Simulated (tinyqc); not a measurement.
Spectral response: phonon-assisted absorption at an indirect gap.

alpha(E) = sum_j A_j [N_j (E - Eg + w_j)^2 + (N_j + 1)(E - Eg - w_j)^2], each bracket counted only where its base is positive; N_j = 1/(exp(w_j/kB T) - 1). The first term absorbs a phonon and the second emits one; excitons and direct transitions are left out.

Photodiode (Gaertner form with a dead layer): QE = (1 - R) exp(-alpha xj) [1 - exp(-alpha W)/(1 + alpha L)], R = ((nr - 1)/(nr + 1))^2; responsivity = QE/E in A/W for E in eV.

Constants: kB = 8.617333262e-05 eV/K.

Inputs chosen for the exercise (loosely those of SiC at room temperature; Eg is not tied to T; the results hold for these values, not for the real material): Eg = 3.199 eV (indirect gap, held fixed unless listed); w = (72.5, 48) meV (two zone-edge phonons); A = (4100, 600) 1/(cm eV^2) (their strengths); T = 200 K; nr = 2.8 (refractive index); xj = 0.62 micrometre (dead layer at the surface); W = 20 micrometre (depleted width); L = 24 micrometre (minority diffusion length below it).

Response:
```
E (eV)  wavelength (nm)  alpha (1/cm)  1/alpha (micrometre)  dead layer  collected     QE    A/W
3.22                385         0.730              1.37e+04       1.000      0.003  0.002  0.001
3.26                380          1.68              5.95e+03       1.000      0.007  0.006  0.002
3.32                373          16.6                   601       0.999      0.070  0.054  0.016
3.40                365          90.8                   110       0.994      0.315  0.243  0.072
3.50                354           272                  36.8       0.983      0.648  0.495  0.141
3.85                322      1.68e+03                  5.96       0.901      0.993  0.694  0.180
4.10                302      3.42e+03                  2.93       0.809      1.000  0.627  0.153
4.40                282      6.31e+03                  1.58       0.676      1.000  0.524  0.119
4.80                258      1.15e+04                 0.866       0.489      1.000  0.379  0.079
```

Give the missing row, E (eV) = 3.65.

Computed row:
```
E (eV)  wavelength (nm)  alpha (1/cm)  1/alpha (micrometre)  dead layer  collected     QE    A/W
3.65                340           727                  13.8       0.956      0.915  0.678  0.186
```

QE is highest, 0.694, at 3.85 eV of those listed and the responsivity at 3.65 eV; reflection alone caps QE at 0.776. Near the gap weak absorption limits it (collected share 0.003); at the top the dead layer passes 0.489. Far above the gap the quadratic law and a constant index are only rough.

Program tinyqc; command `OMP_NUM_THREADS=1 python tinyqc.py 1680896 1680897 out.jsonl`; about 0.01 s on one thread of a shared Intel(R) Xeon(R) Processor @ 2.30GHz.
